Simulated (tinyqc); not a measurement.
Deep-level transient spectroscopy: two steps of the calculation.

Schottky contact on an n-type layer with shallow donors Nd (all ionised) and a donor-like deep trap, neutral when filled and positive when empty; depletion approximation. Traps within lam of the depletion edge stay filled. A long pulse to Vp fills the traps beyond x1 = Wp - lam; back at Vr those between x1 and x2 = Wr - lam emit. A rate window reads S = C(t2) - C(t1).

Inputs (values chosen for the exercise); material values close to those of germanium:
```
symbol    value   unit                                      meaning
eps_r      16.2                               relative permittivity
Nc      1.04e19  cm^-3   conduction-band density of states at 300 K
vth       3.3e7   cm/s                    thermal velocity at 300 K
Nd       4.5e15  cm^-3                        shallow donor density
Vbi        0.47      V                             built-in voltage
Et         0.25     eV  depth of the trap below the conduction edge
sn      2.3e-15   cm^2                        capture cross-section
Nt       3.7e14  cm^-3                                 trap density
Vr          9.7      V                                 reverse bias
Vp            0      V        reverse bias during the filling pulse
T           149      K                 temperature of the transient
```

Constants: q = 1.602176634e-19 C, kB = 1.380649e-23 J/K, eps0 = 8.8541878128e-14 F/cm where lengths are in cm. Results are converted to the units shown.

Task 1. Widths. lam = sqrt(2 eps0 eps_r (EF - ET)/(q Nd)), EF - ET = Et - (kB T/q) ln(Nc(T)/Nd), Nc(T) = Nc (T/300 K)^1.5. In the steady state at the band bending V, 2 eps0 eps_r V/q = Nd W^2 + Nt (W - lam)^2 (the second term only if W > lam). V = Vbi + Vr gives Wr and V = Vbi + Vp gives Wp; x1 = max(Wp - lam, 0).

Find: lam; Wr; Wp; x1; x2; G = (x2^2 - x1^2)/Wr^2.

Result 1.

lam = 255.5 nm
Wr = 1952 nm
Wp = 429.6 nm
x1 = 174.1 nm
x2 = 1696 nm
G = (x2^2 - x1^2)/Wr^2 = 0.7474

Task 2. Peak temperature. Fixed-point step for en(T) = ew: T(new) = (Et q/kB)/ln(sn g T^2/ew), g = vth Nc/(300 K)^2.

ew = 1221.7210 1/s
T at the start = 300 K

Find: T after step 1.

Result 2.

T after step 1 = 143.01 K

Computed by the program tinyqc: `OMP_NUM_THREADS=1 python tinyqc.py 2050143 2050144 out.jsonl`, one thread of a shared Intel Xeon 2.30GHz, about 0.01 s for the whole run.
